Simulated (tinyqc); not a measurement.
What moves the results: tight-binding t2g bands of a cubic perovskite. A value that a table varies takes the place of the one given here.

Orbitals yz, zx, xy (X, Y, Z below) times spin. E_xy = Dt + 2t (2 - cos x - cos y) + 2 td (1 - cos z) + 4 t2 (1 - cos x cos y) with x = kx a and so on; yz and zx follow by cyclic change, without Dt. Spin-orbit term -(Dso/3) L.sigma + Dso/3 with (L_k)_ij = -i epsilon_kij in X, Y, Z: for Dt = 0 the quartet lies at 0 and the doublet at Dso.

Constants: hbar^2/2m0 = 3.80998211 eV angstrom^2.

Inputs chosen for the exercise (of the size met in SrTiO3 and KTaO3; not measured data): t = 0.305 eV (strong hopping); td = 0.045 eV (weak hopping); t2 = 0 eV (diagonal hopping in the plane of the orbital); Dso = 0.396 eV (spin-orbit splitting at Gamma); Dt = 0 eV (shift of xy (tetragonal field or confinement)); a = 4.039 angstrom (lattice constant); k = (0.02, 0, 0.08) 2 pi/a (wave vector).

## Bands along [100] with and without spin-orbit coupling

k = (x,0,0). The plain columns hold the three orbital energies without spin-orbit coupling, sorted.

Levels (eV):
```
x (2 pi/a),plain 1,plain 2,plain 3,pair 1,pair 2,pair 3
0.00,0.0000,0.0000,0.0000,0.0000,0.0000,0.3960
0.02,0.0007,0.0048,0.0048,0.0021,0.0048,0.3995
0.04,0.0028,0.0192,0.0192,0.0081,0.0192,0.4099
0.06,0.0063,0.0428,0.0428,0.0178,0.0428,0.4274
0.10,0.0172,0.1165,0.1165,0.0452,0.1165,0.4844
0.15,0.0371,0.2515,0.2515,0.0876,0.2515,0.5969
0.20,0.0622,0.4215,0.4215,0.1313,0.4215,0.7484
0.30,0.1178,0.7985,0.7985,0.2090,0.7985,1.1033
0.50,0.1800,1.2200,1.2200,0.2830,1.2200,1.5130
```

At the zone edge the heavy yz band has risen by 0.180 eV (4 td) and the light ones by 1.220 eV (4t + 8 t2). Spin-orbit coupling mixes the orbitals while their spacing is below Dso = 0.396 eV: the lowest pair lies +1.4 meV from the plain band at x = 0.02 and +103.0 meV at the edge, where yz has parted from the other two and its offset tends to Dso/3 = 132.0 meV; zx and xy, 0 meV apart without the coupling, still mix there.

## Order of the levels against the shift of xy

Levels at Gamma, the xy weight of the lowest pair and its mass along [100] from m/m0 = c q^2/(E(q) - E(0)), q = 0.001 (2 pi/a).

At Gamma:
```
Dt (eV),pair 1 (eV),pair 2 (eV),pair 3 (eV),xy weight of pair 1,mass (m0)
-0.30,-0.2375,0.0000,0.3335,0.878,0.808
-0.15,-0.1109,0.0000,0.3569,0.801,0.837
-0.08,-0.0567,0.0000,0.3727,0.747,0.858
-0.03,-0.0205,0.0000,0.3865,0.699,0.878
-0.01,-0.0067,0.0000,0.3927,0.678,0.888
0.01,0.0000,0.0066,0.3994,0.000,1.335
0.03,0.0000,0.0195,0.4065,0.000,1.335
0.08,0.0000,0.0495,0.4265,0.000,1.335
0.15,0.0000,0.0861,0.4599,0.000,1.335
```

For Dt > 0 the lowest pair is the pure yz, zx combination at 0, with mass 1.335 at Dt = 0.15 eV. For Dt < 0 it gains xy weight, 0.68 at -0.01 and 0.88 at -0.3 eV, and its mass tends to the light value 0.766; the scale of the change is Dso = 0.396 eV.

## What each parameter does

The three pairs at k. Each row changes one parameter from the base and keeps the others.

Results:
```
case,pair 1 (eV),pair 2 (eV),pair 3 (eV)
base,0.0346,0.0782,0.4555
t = 0.3355 eV,0.0370,0.0860,0.4614
td = 0.0675 eV,0.0387,0.0784,0.4572
t2 = 0.02 eV,0.0378,0.0884,0.4632
Dso = 0.5148 eV,0.0351,0.0782,0.5739
Dt = -0.03 eV,0.0123,0.0782,0.4479
```

The largest shifts from the base row, up to three for each result and ties (the steps differ in size, so this ranks the rows, not the parameters). pair 1 (eV): Dt -0.0223, td +0.0041, t2 +0.0032. pair 2 (eV): t2 +0.0102, t +0.0078, td +0.0002; unchanged at the printed digits by Dso and Dt. pair 3 (eV): Dso +0.1183, Dt -0.0077, t2 +0.0076.

Computed by tinyqc, a small Python program: `OMP_NUM_THREADS=1 python tinyqc.py 1482348 1482349 out.jsonl` (the numbers bound the seed that draws the inputs); one thread of a shared host (Intel(R) Xeon(R) Processor @ 2.30GHz), about 0.01 s for the whole set of steps.
